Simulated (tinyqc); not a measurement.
Comparisons within one model: smearing for a one-band metal on the square lattice. A value that a table varies takes the place of the one given here.

Lattice vectors (units of a): a1 = (1, 0), a2 = (0, 1). E(k) = -t A_1(k) - t2 A_2(k), A_m the sum of cos(k . R) over the 4 nearest and 4 second lattice vectors. Mesh k = sum (j_i/N) b_i, j_i = 0 .. N-1.

With x = (E_k - mu)/sigma: Fermi-Dirac f = 1/(1 + exp(x)), s = -f ln f - (1 - f) ln(1 - f); Gaussian f = erfc(x)/2, s = exp(-x^2)/(2 sqrt(pi)); Methfessel-Paxton (first order) f = erfc(x)/2 - x exp(-x^2)/(2 sqrt(pi)), s = (1 - 2 x^2) exp(-x^2)/(4 sqrt(pi)); cold (Marzari-Vanderbilt) with y = x + 1/sqrt(2), f = erfc(y)/2 + exp(-y^2)/sqrt(2 pi), s = y exp(-y^2)/sqrt(2 pi). With weights w = points/N^d (d the dimension), mu solves 2 sum w f = ne; E = 2 sum w f E_k, S = 2 sum w s, F = E - sigma S.

With x = (E_k - mu)/sigma: Gaussian f = erfc(x)/2, s = exp(-x^2)/(2 sqrt(pi)); Methfessel-Paxton (first order) f = erfc(x)/2 - x exp(-x^2)/(2 sqrt(pi)), s = (1 - 2 x^2) exp(-x^2)/(4 sqrt(pi)). With weights w = points/N^d (d the dimension), mu solves 2 sum w f = ne; E = 2 sum w f E_k, S = 2 sum w s, F = E - sigma S.

With x = (E_k - mu)/sigma: Gaussian f = erfc(x)/2, s = exp(-x^2)/(2 sqrt(pi)). With weights w = points/N^d (d the dimension), mu solves 2 sum w f = ne; E = 2 sum w f E_k, S = 2 sum w s, F = E - sigma S.

Values chosen for the exercise:

| symbol | value | unit | meaning |
|---|---|---|---|
| t | 1.08 | eV | nearest hopping |
| t2 | 0.21 | eV | second hopping |
| ne | 0.67 |  | electrons per cell |
| N | 4 |  | unshifted mesh |
| sigma | 0.324 | eV | width |

## Error of each scheme against the width

All on the dense mesh N = 200. The reference is F of first-order Methfessel-Paxton smearing with sigma = 0.05 t on the mesh N = 200; it moves by 0.00 meV on the mesh N = 250, so errors below a few times that are not resolved.

Errors (meV per cell):

| sigma (eV) | FD F | FD (E+F)/2 | Gauss F | Gauss (E+F)/2 | MP F | cold F |
|---|---|---|---|---|---|---|
| 0.108 | -4.34 | 0.01 | -0.66 | 0.00 | 0.00 | -0.01 |
| 0.162 | -9.80 | 0.06 | -1.48 | 0.00 | 0.00 | -0.03 |
| 0.216 | -17.51 | 0.21 | -2.64 | 0.00 | 0.00 | -0.07 |
| 0.324 | -39.95 | 0.90 | -5.94 | 0.01 | 0.02 | -0.24 |
| 0.432 | -72.02 | 1.73 | -10.57 | 0.04 | 0.06 | -0.55 |
| 0.648 | -164.26 | 0.74 | -23.90 | 0.23 | 0.37 | -1.78 |
| 0.864 | -290.28 | -8.09 | -42.82 | 0.81 | 1.34 | -4.06 |

reference = -1.76248 eV

What does this show?

Doubling sigma from 0.216 to 0.432 eV multiplies the error of F by 4.1 (Fermi-Dirac) and 4.0 (Gaussian); a pure sigma^2 term would give 4. At the smallest width Fermi-Dirac errs 6.6 times as much as Gaussian, against 2 pi^2/3 = 6.6 for the ratio of the sigma^2 terms at equal sigma. At the largest width the sizes of the errors rank Gauss (E+F)/2 0.8, MP F 1.3, cold F 4.1, FD (E+F)/2 8.1, Gauss F 42.8, FD F 290.3 meV; the reference is good to about 0.01 meV.

## Mesh against width

Gaussian smearing, (E + F)/2. The reference is F of first-order Methfessel-Paxton smearing with sigma = 0.05 t on the mesh N = 200; it moves by 0.00 meV on the mesh N = 250, so errors below a few times that are not resolved.

Errors (meV per cell):

| N | sigma = 0.05 t | sigma = 0.15 t | sigma = 0.4 t |
|---|---|---|---|
| 4 | 35.93 | 32.83 | 25.08 |
| 8 | -21.08 | -22.04 | -24.52 |
| 12 | 2.53 | 2.51 | 1.81 |
| 16 | 3.95 | 2.90 | 1.38 |
| 24 | 1.33 | 0.92 | 0.07 |
| 48 | 0.15 | 0.03 | 0.04 |

reference = -1.76248 eV

What can be read from the table?

First N from which the value stays within 2 meV of its last entry (which need not be the best one): 24 for sigma = 0.05 t, 24 for sigma = 0.15 t, 12 for sigma = 0.4 t. At the last mesh the errors are +0.15, +0.03 and +0.04 meV. The widest smearing converges sooner with the mesh than the narrowest; a level at which its last entries rest, if any, is its bias. The smallest error belongs to 0.05 t on 1, 0.15 t on 1, 0.4 t on 4 of the 6 meshes.

## What moves the results of Gaussian smearing

All sums formed anew. Each row changes one parameter from the base and keeps the others.

Results:

| case | mu (eV) | E (eV) | S | F (eV) |
|---|---|---|---|---|
| base | -0.3072 | -1.7250 | 0.0574 | -1.7436 |
| N = 8 | -0.3872 | -1.7829 | 0.0197 | -1.7893 |
| sigma = 0.648 eV | -0.6144 | -1.7244 | 0.0583 | -1.7622 |
| ne = 0.77 | -0.1268 | -1.7250 | 0.1210 | -1.7642 |
| t2 = 0.318 eV | -0.3072 | -1.7790 | 0.0574 | -1.7976 |
| t = 1.188 eV | -0.3072 | -1.8870 | 0.0574 | -1.9056 |

What can be read from the table?

The largest shifts from the base row, up to three for each result and ties (the steps differ in size, so this ranks the rows, not the parameters). mu (eV): sigma -0.3072, ne +0.1804, N -0.0801; unchanged at the printed digits by t2 and t. E (eV): t -0.1620, N -0.0579, t2 -0.0540; unchanged at the printed digits by ne. S: ne +0.0636, N -0.0377, sigma +0.0009; unchanged at the printed digits by t2 and t. F (eV): t -0.1620, t2 -0.0540, N -0.0457.

Program tinyqc; command `OMP_NUM_THREADS=1 python tinyqc.py 1651181 1651182 out.jsonl`; about 0.08 s on one thread of a shared Intel(R) Xeon(R) Processor @ 2.30GHz.
